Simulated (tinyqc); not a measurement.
Inside a calculation. Method: RKS/B3LYP (VWN-RPA form) in the 3-21g basis, for H2, spin multiplicity 1. One step of it, computed by the program tinyqc.

Question. Iteration 1: building the Kohn-Sham matrix. J_ij = sum D_kl (ij|kl), K_ij = sum D_kl (ik|jl); F = H + J - 0.1 K + V_xc; E = tr D H + tr D J / 2 - 0.05 tr D K + E_xc + E_nn.

D at the start, lower triangle:
```
          1H 1s     1H 2s     2H 1s     2H 2s
1H 1s  0.217620
1H 2s  0.208153  0.199097
2H 1s  0.217620  0.208153  0.217620
2H 2s  0.208153  0.199097  0.208153  0.199097
```

core Hamiltonian H = T + V (hartree), lower triangle:
```
           1H 1s      1H 2s      2H 1s      2H 2s
1H 1s  -0.663224
1H 2s  -0.805991  -0.859808
2H 1s  -0.340532  -0.510596  -0.663224
2H 2s  -0.510596  -0.688929  -0.805991  -0.859808
```

Two-electron integrals (ij|kl) in chemists' order, unique and non-zero (hartree):
```
(11|11) 1.140145   (21|11) 0.611403   (21|21) 0.345152   (22|11) 0.626370
(22|21) 0.380329   (22|22) 0.482957   (31|11) 0.128667   (31|21) 0.075403
(31|22) 0.087935   (31|31) 0.025289   (32|11) 0.195096   (32|21) 0.121470
(32|22) 0.161334   (32|31) 0.044891   (32|32) 0.098229   (33|11) 0.488688
(33|21) 0.311585   (33|22) 0.437306   (33|31) 0.128667   (33|32) 0.317151
(33|33) 1.140145   (41|11) 0.317151   (41|21) 0.180308   (41|22) 0.201056
(41|31) 0.044891   (41|32) 0.074189   (41|33) 0.195096   (41|41) 0.098229
(42|11) 0.387326   (42|21) 0.237881   (42|22) 0.310965   (42|31) 0.066439
(42|32) 0.133804   (42|33) 0.387326   (42|41) 0.133804   (42|42) 0.226449
(43|11) 0.311585   (43|21) 0.197399   (43|22) 0.275151   (43|31) 0.075403
(43|32) 0.180308   (43|33) 0.611403   (43|41) 0.121470   (43|42) 0.237881
(43|43) 0.345152   (44|11) 0.437306   (44|21) 0.275151   (44|22) 0.384388
(44|31) 0.087935   (44|32) 0.201056   (44|33) 0.626370   (44|41) 0.161334
(44|42) 0.310965   (44|43) 0.380329   (44|44) 0.482957
```

nuclear repulsion = 0.49180038 hartree

V_xc (hartree), lower triangle:
```
           1H 1s      1H 2s      2H 1s      2H 2s
1H 1s  -0.442861
1H 2s  -0.238993  -0.246760
2H 1s  -0.066763  -0.132326  -0.442861
2H 2s  -0.132326  -0.180784  -0.238993  -0.246760
```

E_xc = sum of w rho eps_xc = -0.54992159 hartree

Give: Coulomb J; exchange K; Kohn-Sham matrix F; total energy of this density.

Answer.

Coulomb J (hartree), lower triangle:
```
       1H 1s  1H 2s  2H 1s  2H 2s
1H 1s  1.374
1H 2s  0.810  0.990
2H 1s  0.229  0.454  1.374
2H 2s  0.454  0.721  0.810  0.990
```

exchange K (hartree), lower triangle:
```
       1H 1s  1H 2s  2H 1s  2H 2s
1H 1s  0.906
1H 2s  0.785  0.795
2H 1s  0.531  0.652  0.906
2H 2s  0.652  0.736  0.785  0.795
```

Kohn-Sham matrix F (hartree), lower triangle:
```
        1H 1s   1H 2s   2H 1s   2H 2s
1H 1s   0.177
1H 2s  -0.313  -0.196
2H 1s  -0.232  -0.254   0.177
2H 2s  -0.254  -0.222  -0.313  -0.196
```

total energy of this density = -1.11375 hartree
